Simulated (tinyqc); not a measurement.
Static screening by free carriers: one step. Ionised-impurity scattering at E = 3 kT. Four cases, with inputs chosen for the exercise.

Task: e2 = e^2/(4 pi eps0), c = hbar^2/2m0; mobility estimate mu = tau/(m m0/e) with m0/e = 5.685630e-12 kg/C, times 1e4 for cm^2/(V s).

Brooks-Herring rate for an electron of energy E: 1/tau = NI (pi e2^2/(eps^2 hbar)) (sqrt(c/m)/E^(3/2)) Phi(b), with Phi = ln(1 + b) - b/(1 + b), b = (2k/qs)^2, k^2 = m E/c, NI in 1/angstrom^3.

Constants: hbar^2/2m0 = 3.80998211 eV angstrom^2; e^2/(4 pi eps0) = 14.39964547 eV angstrom; kB = 8.617333262e-05 eV/K; hbar = 6.58211957e-16 eV s.

Case 1.

Values chosen (near those of InAs; shifted at random, so the results belong to these values and not to a real crystal):
- NI = 1.9e+17 1/cm^3 (ionised impurities)
- m = 0.0245 m0 (mass of one isotropic valley)
- eps = 14.9 (background dielectric constant)
- T = 200 K

qs = 0.00560783 1/angstrom

Case 2.

Values chosen (near those of Ge; shifted at random, so the results belong to these values and not to a real crystal):
- NI = 6.3e+18 1/cm^3 (ionised impurities)
- m = 0.2195 m0 (mass of one isotropic valley)
- eps = 16.1 (background dielectric constant)
- T = 77 K

qs = 0.0482089 1/angstrom

Case 3.

Values chosen (near those of Ge; shifted at random, so the results belong to these values and not to a real crystal):
- NI = 5.7e+17 1/cm^3 (ionised impurities)
- m = 0.2202 m0 (mass of one isotropic valley)
- eps = 15.9 (background dielectric constant)
- T = 400 K

qs = 0.00790372 1/angstrom

Case 4.

Values chosen (near those of Si; shifted at random, so the results belong to these values and not to a real crystal):
- NI = 6.3e+19 1/cm^3 (ionised impurities)
- m = 0.3178 m0 (mass of one isotropic valley)
- eps = 11.8 (background dielectric constant)
- T = 300 K

qs = 0.0990592 1/angstrom

Give: b; Phi; 1/tau; mu at this energy.

Result:

Case 1.

b = 42.29
Phi = 2.7910
1/tau = 2.51e+12 1/s
mu at this energy = 2.86e+04 cm^2/(V s)

b is well above 1, the regime that the Brooks-Herring formula is meant for; a true mobility averages tau over the distribution.

Case 2.

b = 1.974
Phi = 0.4261
1/tau = 1.52e+13 1/s
mu at this energy = 527 cm^2/(V s)

b is not large: the electron wavelength is comparable with the screening length, outside the regime that the Brooks-Herring formula is meant for.

Case 3.

b = 382.7
Phi = 4.9524
1/tau = 1.38e+12 1/s
mu at this energy = 5.78e+03 cm^2/(V s)

b is well above 1, the regime that the Brooks-Herring formula is meant for; a true mobility averages tau over the distribution.

Case 4.

b = 2.637
Phi = 0.5661
1/tau = 4.06e+13 1/s
mu at this energy = 136 cm^2/(V s)

b is not large: the electron wavelength is comparable with the screening length, outside the regime that the Brooks-Herring formula is meant for.

Computed by tinyqc, one run a case: `OMP_NUM_THREADS=1 python tinyqc.py N N+1 out.jsonl` with N = 1650268, 1650587, 1650760, 1650784; one thread of a shared Intel(R) Xeon(R) Processor @ 2.30GHz, about 0.01 s a run at most.
